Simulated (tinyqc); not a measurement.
Worked calculation: ion implantation: universal nuclear stopping, Lindhard-Scharff electronic stopping and a Gaussian range profile. Computed by tinyqc, a small Python program that keeps every step. Command: `OMP_NUM_THREADS=1 python tinyqc.py 3018512 3018513 out.jsonl implant walk`. One thread of a shared host (Intel(R) Xeon(R) Processor @ 2.30GHz), about 0.09 s of CPU time with the checks. Intermediate numbers are printed to about 5 digits and carried at full precision; extremes and crossings named in words are read from the listed rows.

An ion slows by elastic collisions with screened nuclei and by friction with electrons; channelling is ignored and the target is uniform.

Inputs (values chosen for the exercise, modelled on oxygen ions in silicon):
```
quantity                                 value     unit
ion atomic number Z1                         8        -
ion mass M1                                 16        u
target atomic number Z2                     14        -
target mass M2                           28.09        u
target density N                         49.94   1/nm^3
ion energy E                                86      keV
scale factor of electronic stopping k      1.3        -
dose Q                                 1.6e+14   1/cm^2
background C_B                         1.8e+16   1/cm^3
displacement energy E_d                     15       eV
tilt angle                                  15  degrees
screen thickness d                          20       nm
```

Follow-up: tilt and screen oxide.

## Stopping at the entry energy

Reduced energy eps = 32.53 M2 E/(Z1 Z2 (M1 + M2)(Z1^0.23 + Z2^0.23)), E in keV; s_n = ln(1 + 1.1383 eps)/(2 (eps + 0.01321 eps^0.21226 + 0.19593 eps^0.5)) for eps up to 30 and ln(eps)/(2 eps) above; S_n = 8.462 Z1 Z2 M1 s_n/((M1 + M2)(Z1^0.23 + Z2^0.23)) in 1e-15 eV cm^2. S_e = k 3.83 Z1^(7/6) Z2/(Z1^(2/3) + Z2^(2/3))^(3/2) sqrt(E/M1) in 1e-15 eV cm^2, E in keV. dE/dx = N (S_n + S_e); 1e-15 eV cm^2 = 0.1 eV nm^2.

reduced energy eps = 4.6152

s_n = 0.18134

S_n = 18.088 x 1e-15 eV cm^2

S_e = 59.517 x 1e-15 eV cm^2

energy loss dE/dx = 387.56 eV/nm

Electronic stopping carries 77 % of the loss at entry.

## Range and straggle

Path length R = int_0^E dE'/(N (S_n + S_e)); energy lost to nuclei nu = int_0^E S_n/(S_n + S_e) dE' (both with E' = E y^3 and 64 Gauss-Legendre points in y). Estimates of Lindhard type: R_p = R/(1 + M2/(3 M1)), straggle dR_p = (2/3) R_p sqrt(M1 M2)/(M1 + M2).

path length R = 274.63 nm

projected range R_p = 173.24 nm

straggle dR_p = 55.534 nm

energy lost to nuclei nu = 35.422 keV

41 % of the energy goes to nuclei over the whole path. Caution: the estimates of R_p and dR_p assume mainly nuclear stopping and an ion not much lighter than the target; here they are rough, and for light ions in heavy targets the straggle can be low by a factor of two or more.

## Gaussian profile

C(x) = C_p exp(-(x - R_p)^2/(2 dR_p^2)) with C_p = Q/(sqrt(2 pi) dR_p), 1 nm = 1e-7 cm; the profile falls to the background at x_j = R_p + dR_p sqrt(2 ln(C_p/C_B)); the peak atomic fraction is C_p/N.

peak concentration C_p = 1.1494e+19 1/cm^3

Depth x_j where C falls to C_B = 372.84 nm

peak atomic fraction = 2.3016e-04

## Damage

Kinchin-Pease count with efficiency 0.8: N_d = 0.8 nu/(2 E_d), taking all of nu as damage energy (an upper estimate, as recoils also lose energy to electrons). Spread over a depth R_p + dR_p, displacements per atom = Q N_d/(N (R_p + dR_p)).

displacements per ion N_d = 944.59

displacements per atom = 0.13228

One displacement per atom would need a dose of 1.2e15 per cm^2 if no defects annealed.

## Tilt and screen

Depths scale with cos(tilt): R_p cos and dR_p cos (lateral straggle ignored); the screen stops like the target. Fraction in the substrate = (1/2) erfc((d - R_p cos)/(sqrt2 dR_p cos)); peak depth below the screen = R_p cos - d.

fraction in the substrate = 0.99699

peak depth below the screen = 147.34 nm

0.30 % of the dose does not reach the substrate.

## Nuclear against electronic stopping over energy

The formulas are those given above.

Stopping (1e-15 eV cm^2) and range:
```
E (keV)         eps     S_n     S_e  R (nm)     nu/E
1        5.3665e-02  27.856    6.42     9.8  0.83706
2        1.0733e-01  31.982    9.08    15.1  0.81602
5        2.6832e-01  34.998   14.35    28.2  0.77141
10       5.3665e-01  34.373   20.30    47.4  0.71906
20       1.0733e+00  30.869   28.70    82.3  0.64436
50       2.6832e+00  23.112   45.38   175.9  0.50722
100      5.3665e+00  16.751   64.18   310.0  0.38496
200      1.0733e+01  11.297   90.76   529.0  0.26746
500      2.6832e+01   6.175  143.51  1006.7  0.14664
```

Nuclear stopping peaks near 5 keV among these rows (eps = 0.27; the universal curve peaks near 0.3). Electronic stopping overtakes it between 20 and 50 keV. The path length grows as E^0.62 at the low end and E^0.70 at the high end; constant stopping would give E^1, and stopping that rises with E, be it nuclear (below its peak) or electronic, gives a lower exponent.

Checks made by the program: range against adaptive quadrature (relative difference 1e-06).
